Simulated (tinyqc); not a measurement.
Changing the growth rate G: surface segregation during layer-by-layer epitaxy: two-layer exchange kinetics and the shape of quantum wells and delta layers. Computed by tinyqc, a small Python program. Command: `OMP_NUM_THREADS=1 python tinyqc.py 3001710 3001711 out.jsonl mbeseg sweep`. One thread of a shared host (Intel(R) Xeon(R) Processor @ 2.30GHz), about 0.03 s of CPU time with the checks.

Atoms A and B exchange only between the growing layer and the one below it. B is supplied for N layers, then pure A follows.

Inputs (values chosen for the exercise, close to those used for antimony in silicon): barrier E1 for B to move up = 1.81 eV; segregation energy E_s = 0.56 eV; attempt frequency nu = 10 THz; share x0 of B in the flux during the well = 0.16; layers in the well N = 2; layer thickness = 1.36 angstrom; temperature T = 360 C.

Constants: k_B = 8.617333262e-05 eV/K.

Method:
- p1 = nu exp(-E1/(k_B T)) (B up, A down), p2 = nu exp(-(E1 + E_s)/(k_B T)) (B down); time per layer tau = 1/G; K = p1/p2.
- Temperatures in kelvin are T(C) + 273.15.
- Dilute equilibrium share passed up per layer R_eq = K/(1 + K).
- Each layer is deposited complete with B share x_dep and then exchanges for the time tau = 1/G with the layer below, whose share is b (total c = s + b fixed): ds/dt = p1 b (1 - s) - p2 s (1 - b), s(0) = x_dep. With the roots s1 < s2 of the right side, (s - s1)/(s - s2) = [(s(0) - s1)/(s(0) - s2)] exp(-(p1 - p2)(s2 - s1) tau). The lower layer is then buried with c - s, and s becomes the b of the next layer.
- In the dilute tail each layer passes up the share R = R_eq (1 - exp(-(p1 + p2) tau)); decay length = -layer thickness/ln R.
- Index 0 is the last layer of pure A below the well. Share of B outside the intended layers 1..N = 1 - (sum over 1..N)/(N x0).

One run for each value:
```
growth rate G (layers/s)  share passed up R  decay length (angstrom)  peak share (largest buried share)      p1 tau
0.009                            9.8705e-01               1.0436e+02                            0.01103  4.3494e+00
0.03                             7.2877e-01               4.2983e+00                            0.08206  1.3048e+00
0.09                             3.5270e-01               1.3050e+00                            0.13673  4.3494e-01
0.3                              1.2233e-01               6.4730e-01                            0.15509  1.3048e-01
0.9                              4.2562e-02               4.3082e-01                            0.15869  4.3494e-02
3                                1.2963e-02               3.1296e-01                            0.15965  1.3048e-02
9                                4.3400e-03               2.5001e-01                            0.15989  4.3494e-03
30                               1.3040e-03               2.0475e-01                            0.15997  1.3048e-03
```

Over the rows, share passed up R falls from 0.987 to 0.00130 (exponent d ln y / d ln x -0.25 between the first rows and -1.00 between the last); decay length (angstrom) falls from 104 to 0.205 (exponent d ln y / d ln x -2.6 between the first rows and -0.17 between the last); peak share (largest buried share) rises from 0.0110 to 0.160 (exponent d ln y / d ln x 1.7 between the first rows and 4.1e-4 between the last). At the high end the exponent of share passed up R is -1.00, close to -1: kinetic regime: R is about p1 tau. Faster growth buries B before it can move up. Left out: 0.00300 (the tail is too long to list).

Caution (all rows): two-layer exchange with complete layers is a simplification that can understate segregation at low temperature; desorption, step-edge exchange and surfactants are left out. Caution (rows 0.0900, 0.300, 0.900, 3.00, 9.00, 30.0): a decay length below one layer thickness is only formal.

Extremes, crossings and ranges named in words are read from the listed rows.
